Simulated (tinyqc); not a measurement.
Isochronal anneals: hydrogen passivation of interface dangling bonds: competing passivation and dissociation with distributed barriers. Computed by tinyqc, a small Python program. Command: `OMP_NUM_THREADS=1 python tinyqc.py 3009738 3009739 out.jsonl passiv walk`. One thread of a shared host (Intel(R) Xeon(R) Processor @ 2.30GHz), about 0.02 s of CPU time with the checks.

P_b + H2 gives P_bH + H at the rate k_f [H2]; P_bH gives P_b + H at the rate k_d. All defects start unpassivated. E_f and E_d are Gaussian and independent.

Inputs (values chosen for the exercise, close to those used for P_b centres at the silicon-oxide interface):

| quantity | value | unit |
|---|---|---|
| passivation prefactor k_f0 | 4.9e-08 | cm^3/s |
| mean passivation barrier E_f | 1.5 | eV |
| spread sigma_f | 0.053 | eV |
| dissociation prefactor k_d0 | 6.2e+12 | 1/s |
| mean dissociation barrier E_d | 2.65 | eV |
| spread sigma_d | 0.073 | eV |
| H2 in the oxide per atm, solubility factor | 6.5e+17 | 1/(cm^3 atm) |
| hydrogen pressure p | 0.1 | atm |
| anneal time t | 230 | s |

Constants: k_B = 8.617333262e-05 eV/K.

Method:
- [H2] = solubility factor x p; a = k_f0 [H2] exp(-E_f/(k_B T)), d = k_d0 exp(-E_d/(k_B T)). For one pair of barriers the active share is y = [d + a exp(-(a + d) t)]/(a + d).
- Temperatures in kelvin are T(C) + 273.15.
- Average y over both Gaussians with 40 x 40 Gauss-Hermite points.
- Minimise the averaged y over T between 150 and 900 C: find where ln y is equal at T - 0.05 and T + 0.05 C; T is rounded to 0.1 C.

best temperature = 483.1 C

Active share after the time t:

| T (C) | a (1/s) | d (1/s) | single barriers | distributed |
|---|---|---|---|---|
| 200 | 3.3558e-07 | 3.6796e-16 | 9.9992e-01 | 9.9982e-01 |
| 250 | 1.1293e-05 | 1.8346e-13 | 9.9741e-01 | 9.9487e-01 |
| 300 | 2.0579e-04 | 3.0947e-11 | 9.5377e-01 | 9.2491e-01 |
| 350 | 2.3536e-03 | 2.2924e-09 | 5.8197e-01 | 5.4218e-01 |
| 400 | 1.8742e-02 | 8.9582e-08 | 1.3428e-02 | 7.8765e-02 |
| 450 | 1.1202e-01 | 2.1087e-06 | 1.8823e-05 | 1.2014e-03 |
| 500 | 5.3132e-01 | 3.2989e-05 | 6.2084e-05 | 1.5614e-04 |
| 600 | 7.0014e+00 | 3.1385e-03 | 4.4807e-04 | 9.1626e-04 |
| 700 | 5.4308e+01 | 1.1708e-01 | 2.1513e-03 | 3.7998e-03 |
| 800 | 2.8757e+02 | 2.2250e+00 | 7.6780e-03 | 1.2079e-02 |

What does the comparison show, and why?

The distributed share is least at 500 C among these rows, 1.6e-4, and the search puts the optimum at 483.1 C. On the cold side defects with high E_f survive; on the hot side dissociation, with the larger barrier, gains on passivation with an energy E_d - E_f = 1.15 eV. In that row single barriers give 6.2e-5, so the spread raises the floor. Caution: atomic hydrogen, which both passivates and depassivates, and further passivation during cooling are left out. Caution: shares below about 1e-3 in these rows are formal; measured passivation levels off well above them.

Extremes, crossings and ranges named in words are read from the listed rows.
